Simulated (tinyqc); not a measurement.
What each parameter does: dielectric confinement in a thin film (image charges).

A film |z| < t/2 of dielectric constant eps between half-spaces of dielectric constant e2; lam = (eps - e2)/(eps + e2), q = e^2/(4 pi eps0). The self-energy of a band edge is taken with the high-frequency value, e2 = eh, and the field of a fixed ion with the static one, e2 = eo. A charge at z has images lam^|n| at n t + (-1)^n z. Its self-energy is S(z) = (q/2 eps) sum over n >= 1 of lam^n [1/(n t - 2z) + 1/(n t + 2z)] for odd n and 2 lam^n/(n t) for even n; at the centre S(0) = -(q/(eps t)) ln(1 - lam).

Donor at the centre, lam from the static eo, trial function cos(pi z/t) exp(-rho/l): E(l) = c/(m l^2) - (q/eps) times the integral over k of F(k t) (1 + (k l/2)^2)^(-3/2), with F(x) = F0 + 2 lam exp(-x) G/(1 - lam exp(-x)), F0 = 2[(1 - exp(-x/2))/x + x (1 + exp(-x/2))/(x^2 + 4 pi^2)], G = 2 sinh(x/2)[1/x - x/(x^2 + 4 pi^2)]; c = hbar^2/2m0. The binding energy is -E at the minimum, counted from the subband edge with its self-energy.

Constants: e^2/(4 pi eps0) = 14.39964547 eV angstrom; hbar^2/2m0 = 3.80998211 eV angstrom^2; Ry = 13.60569312 eV.

Values chosen for the exercise (near those of a Si (100) film, two-fold valleys, between layers of Al2O3; the results hold for these values, not for the real material): t = 72 angstrom (film thickness); eps = 11.5 (dielectric constant of the film); eh = 3.1 (high-frequency dielectric constant outside); eo = 9.3 (static dielectric constant outside); m = 0.195 m0 (mass in the plane).

<S> is the mean over (2/t) cos^2(pi z/t).

Results for these values:

| case | lam from eh | <S> (meV) | binding (meV) | l (angstrom) |
|---|---|---|---|---|
| base | 0.575 | 17.1 | 37.2 | 31.9 |

What happens to each result for m = 0.234 m0, all else kept?

Answer: lam from eh does not change at the printed digits; <S> does not change at the printed digits; binding rises from 37.2 to 40.8; l falls from 31.9 to 28.3.

The same for each parameter in turn:

| case | lam from eh | <S> (meV) | binding (meV) | l (angstrom) |
|---|---|---|---|---|
| base | 0.575 | 17.1 | 37.2 | 31.9 |
| t = 82 angstrom | 0.575 | 15.0 | 34.9 | 33.4 |
| eps = 10.3 | 0.537 | 17.3 | 41.7 | 29.8 |
| eo = 13 | 0.575 | 17.1 | 31.7 | 32.4 |
| eh = 4 | 0.484 | 13.4 | 37.2 | 31.9 |
| m = 0.234 m0 | 0.575 | 17.1 | 40.8 | 28.3 |

Program tinyqc; command `OMP_NUM_THREADS=1 python tinyqc.py 1251201 1251202 out.jsonl`; about 0.04 s on one thread of a shared Intel(R) Xeon(R) Processor @ 2.30GHz.
